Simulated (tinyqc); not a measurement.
Capacitance of parallel on-chip lines from Laplace's equation on a mesh: one step of the calculation.

Cross-section of an endless row of equal lines between two grounded planes; neighbours are driven in antiphase (+1 V and -1 V), so the plane midway between two lines is at 0 V. By symmetry one quarter is solved: x runs from the centre of a line (column 0, mirror) to that midplane (column 3, 0 V), y from the mid-height of the line (row 0, mirror) to the ground plane (row 5, 0 V). The line fills columns 0 to 1 and rows 0 to 2 at 1 V. Cells beside the line (below row 2) have e2, cells above have e1. Each link between nodes has the conductance g = mean permittivity of the two cells beside it (a cell beyond a mirror counts as 0), and the free nodes obey sum g (V_neighbour - V) = 0.

Question. Link conductances. gx[j, i] joins node (row j, column i) to column i + 1, gy[j, i] to row j + 1.

Parameters, values chosen for the exercise:
- e1 = 3 (relative permittivity above and below the lines)
- e2 = 3.9 (relative permittivity between the lines)

Give: gx; gy.

Answer.

gx:

|  | col 0 | col 1 | col 2 |
|---|---|---|---|
| row 0 | 1.950 | 1.950 | 1.950 |
| row 1 | 3.900 | 3.900 | 3.900 |
| row 2 | 3.450 | 3.450 | 3.450 |
| row 3 | 3.000 | 3.000 | 3.000 |
| row 4 | 3.000 | 3.000 | 3.000 |
| row 5 | 1.500 | 1.500 | 1.500 |

gy:

|  | col 0 | col 1 | col 2 | col 3 |
|---|---|---|---|---|
| row 0 | 1.950 | 3.900 | 3.900 | 1.950 |
| row 1 | 1.950 | 3.900 | 3.900 | 1.950 |
| row 2 | 1.500 | 3.000 | 3.000 | 1.500 |
| row 3 | 1.500 | 3.000 | 3.000 | 1.500 |
| row 4 | 1.500 | 3.000 | 3.000 | 1.500 |

Numbers from tinyqc (`OMP_NUM_THREADS=1 python tinyqc.py 2790149 2790150 out.jsonl`; about 0.7 s on one thread of a shared Intel Xeon 2.30GHz).
